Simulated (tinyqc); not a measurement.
# Worked calculation: energy and delay of logic against supply voltage

Computed by the program tinyqc: `OMP_NUM_THREADS=1 python tinyqc.py 2082049 2082050 out.jsonl`, one thread of a shared Intel Xeon 2.30GHz, about 0.01 s for the whole run. Printed values are rounded.

One expression serves below and above threshold: I(Vg) = Ik [ln(1 + exp((Vg - VT + dd V)/(al nf Vt)))]^al, with I_on = I(V) and I_off = I(0). Gate delay td = kd C V/I_on, clock period LD td. Per gate and cycle the switching energy is act C V^2 and the leakage energy I_off V LD td. No short-circuit current, no variation. Minima are sought above 0.09 V; below a few Vt gates no longer switch and the model has no meaning.

Inputs (values chosen for the exercise); values of the order met in logic technologies:
- T = 330 K (temperature)
- VT = 0.26 V (threshold voltage at zero drain bias)
- nf = 1.37 (slope factor)
- dd = 0.07 (barrier lowering per volt of supply)
- Ik = 0.77 uA (specific current of a gate)
- al = 1.51 (exponent of the current law)
- C = 0.7 fF (load capacitance of a gate)
- kd = 0.7 (delay factor)
- LD = 16 (logic depth)
- act = 0.01 (activity factor)
- V = 0.93 V (supply voltage)

Constants: q = 1.602176634e-19 C, kB = 1.380649e-23 J/K, Vt = kB T/q. Results are converted to the units shown.

## Currents, delay and energies

I_on, I_off, td, clock frequency 1/(LD td), both energies and their sum.

I_on = 34.8820 uA
I_off = 5.03600 nA
td = 13.0640 ps
clock frequency = 4.78413 GHz
switching energy = 6.05430 aJ
leakage energy = 0.978963 aJ
energy = 7.03326 aJ

I_on/I_off = 6930; leakage makes up 13.9 % of the energy.

## Starting value

V = 0.36 V.

V at the start = 0.36 V

## Iteration 1: new V

Minimum-energy supply: E(V) is the energy per gate and cycle; with h = 0.001 V, E' = (E(V + h) - E(V - h))/(2 h), E'' = (E(V - h) - 2 E(V) + E(V + h))/h^2, V(new) = V - E'/E''.

E' = 2.45304 aJ/V
E'' = 53.9715 aJ/V^2
V after iteration 1 = 0.314549 V

## Iteration 2: new V

As before.

E' = -0.782906 aJ/V
E'' = 93.1514 aJ/V^2
V after iteration 2 = 0.322954 V

## Course of the iteration

Stop when the step is below 1e-9 V, or after 40 iterations.

Course of the iteration:
```
iteration	V before the step (V)	step (V)
1	0.36	-0.0455
2	0.314549	8.40e-3
3	0.322954	4.89e-4
4	0.323443	1.52e-6
5	0.323445	-1.05e-11
```

Converged in 5 iterations. There leakage makes up 53.5 % of the energy and the clock runs at 660 MHz.
